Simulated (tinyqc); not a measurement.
From alignment C back to width sigma of the true defect charge: correction of a charged-defect supercell by a model charge and potential alignment (plane-averaged potentials). Computed by tinyqc, a small Python program. Command: `OMP_NUM_THREADS=1 python tinyqc.py 3112984 3112985 out.jsonl align inv`. One thread of a shared host (Intel(R) Xeon(R) Processor @ 2.30GHz), about 0.04 s of CPU time with the checks.

The "true" defect charge is (1 - x) q in a Gaussian of width sigma plus x q in one of width sigma_t, so the exact answer is known; the correction sees only a single model Gaussian of width sigma_m. A Gaussian of width s has the transform rho(G) = exp(-G^2 s^2/2), normalised to 1. A uniform background cancels q, so G = 0 is left out. Potentials are those felt by a unit positive charge. E_0 is the formation energy of the isolated defect, E_cell its value in the supercell, E_lat = E_iso - E_per of the model charge, C the true less the model potential far from the defect; the exact correction is E_0 - E_cell, and the error of a scheme is E_cell plus its correction less E_0.

Inputs (values chosen for the exercise, with screening close to that of SiO2):

| quantity | value | unit |
|---|---|---|
| defect charge q | 1 | e |
| dielectric constant eps | 4.01 | - |
| edge of the cubic cell L | 16.9 | angstrom |
| width sigma_m of the model charge | 1.2 | angstrom |
| share x of the charge in a wide tail | 0 | - |
| width sigma_t of the tail | 2 | angstrom |
| formation energy of the isolated defect E_0 | 1.43 | eV |

Constants: e^2/(4 pi eps_0) = 14.39964548 eV angstrom.

Method:
- Periodic energy E_per = (2 pi q^2/(eps L^3)) (e^2/(4 pi eps_0)) sum_(G != 0) rho(G)^2/G^2, G = (2 pi/L)(n1, n2, n3), |n_i| <= 16. Isolated energy: two Gaussians of charges q_a, q_b and widths a, b interact by q_a q_b (e^2/(4 pi eps_0 eps)) sqrt(2/pi)/sqrt(a^2 + b^2), and the self-energy is half the sum over pairs.
- Supercell value E_cell = E_0 + E_per - E_iso for the true charge.
- E_lat = E_iso - E_per for the model charge; point-charge value alpha q^2 e^2/(4 pi eps_0 eps 2 L) with alpha = 2.837297.
- Plane-averaged potential at distance z from the defect: V(z) = (4 pi q/(eps L^3)) (e^2/(4 pi eps_0 e)) sum_(m != 0) rho(G_m) cos(G_m z)/G_m^2, G_m = 2 pi m/L, |m| <= 40.
- C = difference at z = L/2; E_corr = E_cell + E_lat - q C. For charges that have died out at L/2, C = (2 pi q/(eps L^3)) (e^2/(4 pi eps_0 e)) (<s^2> - sigma_m^2), <s^2> = (1 - x) sigma^2 + x sigma_t^2.

Question. A run gave the result below. Find the width sigma of the true defect charge, known to lie between 1 and 1.8 angstrom.

alignment C = 0.0009034895 V

Answer.

Each step takes the trial c = (a f_b - b f_a)/(f_b - f_a), f being the result less the target and a, b, c the logarithms of the listed values; c replaces end b, the old b replaces a if the sign of f changed, and otherwise f_a is halved.

Scan of the range:

| width sigma of the true defect charge (angstrom) | alignment C (V) |
|---|---|
| 1.00 | -0.00205674 |
| 1.10 | -0.00107512 |
| 1.22 | 0.00022624 |
| 1.34 | 0.00166222 |
| 1.48 | 0.00350768 |
| 1.63 | 0.00568828 |
| 1.80 | 0.00841380 |

False position (Illinois rule, in the logarithm of the input) inside the bracket:

| step | end a | end b | trial | alignment C (V) |
|---|---|---|---|---|
| 1 | 1.22000 | 1.34000 | 1.27519 | 8.70002e-04 |
| 2 | 1.34000 | 1.27519 | 1.27787 | 9.01924e-04 |
| 3 | 1.34000 | 1.27787 | 1.27812 | 9.04903e-04 |
| 4 | 1.27787 | 1.27812 | 1.27800 | 9.03489e-04 |
| 5 | 1.27812 | 1.27800 | 1.27800 | 9.03489e-04 |

Alignment C rises at every point of a 13-point scan of the range (every second point is shown), so one value fits; it is bracketed by 1.22 and 1.34. Answer: width sigma of the true defect charge = 1.278 angstrom.
